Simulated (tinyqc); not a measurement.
Inside a calculation. Model: specific resistance of a metal-semiconductor contact and its transmission-line measurement. Computed by tinyqc, a small Python program that keeps every step. Command: `OMP_NUM_THREADS=1 python tinyqc.py 3016143 3016144 out.jsonl contact walk`. One thread of a shared host (Intel(R) Xeon(R) Processor @ 2.30GHz), about 0.01 s of CPU time with the checks. Intermediate numbers are printed to about 7 digits and carried at full precision; extremes and crossings named in words are read from the listed rows.

The barrier is parabolic (depletion approximation), energies E are normal energies counted from the band edge in the neutral semiconductor (downwards for holes), and the bias is zero. xi is an input, held fixed when other inputs move.

Inputs (values chosen for the exercise, modelled on p-type silicon):
```
quantity,value,unit
tunnelling mass m,0.36,m_0
permittivity eps,11.7,-
Richardson constant A*,31.2,A/(cm^2 K^2)
barrier height phi_B,0.43,eV
doping N,4.6e+18,1/cm^3
"Fermi level above the band edge in the bulk, xi",-0.045,eV
temperature T,300,K
sheet resistance R_sh,2000,ohm
contact length d,3.7,micrometre
contact width W,0.32,micrometre
```

Image-force lowering: left out.

Constants: hbar = 1.054571817e-34 J s; eps_0 = 8.8541878128e-12 F/m; m_0 = 9.1093837015e-31 kg; k_B = 8.617333262e-05 eV/K; e = 1.602176634e-19 C.

## Tunnelling energy and barrier

E_00 = (e hbar/2) sqrt(N/(eps eps_0 m)); band bending E_b = phi_B + xi; depletion width w = sqrt(2 eps eps_0 E_b/(e^2 N)).

E_00 = 19.40269 meV

E_00/k_B T = 0.7505297

depletion width = 10.40348 nm

barrier used, above the bulk band edge = 0.385 eV

By the usual rule this is thermionic-field emission (0.5 to 5 k_B T).

## Transmission and supply

WKB transmission for E < E_b, with a = E/E_b: D = exp{-(E_b/E_00) [sqrt(1 - a) - a ln((1 + sqrt(1 - a))/sqrt(a))]}; D = 1 above. f = 1/(1 + exp((E - xi)/k_B T)).

E, D, f and D f at E/E_b = 0.05, 0.15, 0.3, 0.45, 0.6, 0.75, 0.9, 0.98:
```
E/E_b,E (eV),D,f,D f
0.05,0.01925,3.461255e-08,7.689508e-02,2.661535e-09
0.15,0.05775,1.335653e-06,1.844133e-02,2.463122e-08
0.30,0.11550,8.280392e-05,2.008379e-03,1.663016e-07
0.45,0.17325,2.036304e-03,2.155102e-04,4.388441e-07
0.60,0.23100,2.537502e-02,2.308841e-05,5.858689e-07
0.75,0.28875,1.743738e-01,2.473123e-06,4.312479e-07
0.90,0.34650,6.524211e-01,2.649045e-07,1.728293e-07
0.98,0.37730,9.631303e-01,8.047708e-08,7.750992e-08
```

Among these points D f is largest at E/E_b = 0.6; for a non-degenerate tail the peak lies at E/E_b = 1/cosh^2(E_00/k_B T) = 0.596.

## Specific contact resistance

At zero bias 1/rho_c = (e A*/k_B^2) int D(E) f(E) dE, f = 1/(1 + exp((E - xi)/k_B T)); 200 Gauss-Legendre points from 0 to E_b, and k_B T ln(1 + exp((xi - E_b)/k_B T)) for the part above the barrier; the share of tunnelling is the part below.

specific contact resistance rho_c = 0.002224471 ohm cm^2

share of tunnelling = 98.55640 %

rho_c by thermionic emission alone = 0.1540917 ohm cm^2

Tunnelling lowers rho_c by a factor 69.3. The field-emission exponent (E_b - xi)/E_00 is 22.2, the thermionic one (E_b - xi)/k_B T is 16.6.

## Current crowding

Transmission-line model: transfer length L_T = sqrt(rho_c/R_sh); R_c = (R_sh L_T/W) coth(d/L_T). Limits: rho_c/(W d) for d << L_T, sqrt(rho_c R_sh)/W for d >> L_T.

transfer length L_T = 10.54626 micrometre

d/L_T = 0.3508354

contact resistance R_c = 195523.4 ohm

R_c W = 62567.49 ohm micrometre

short-contact limit = 187877.6 ohm

long-contact limit = 65914.11 ohm

The contact is short: the whole area carries current, and R_c scales as 1/d.

## A transmission-line measurement read back

Transmission-line model: transfer length L_T = sqrt(rho_c/R_sh); R_c = (R_sh L_T/W) coth(d/L_T). Two contacts a gap s apart give R = 2 R_c + R_sh s/W. A straight-line fit gives R_sh from the slope and R_c from the intercept; the simple reading takes L_x = R_c W/R_sh as the transfer length and rho_c = R_sh L_x^2.

Resistances:
```
gap s (micrometre),R (ohm)
31,584797
63,784797
130,1203547
250,1953547
500,3516047
```

L_x = 31.28375 micrometre

rho_c by the simple reading = 0.01957346 ohm cm^2

simple reading over true value = 8.799152

The simple reading is 8.80 times too high, the factor coth^2(d/L_T): it holds only for d above about 2 L_T.

Checks made by the program: closed WKB exponent against numerical integration over the parabolic barrier (relative difference below 1e-10).
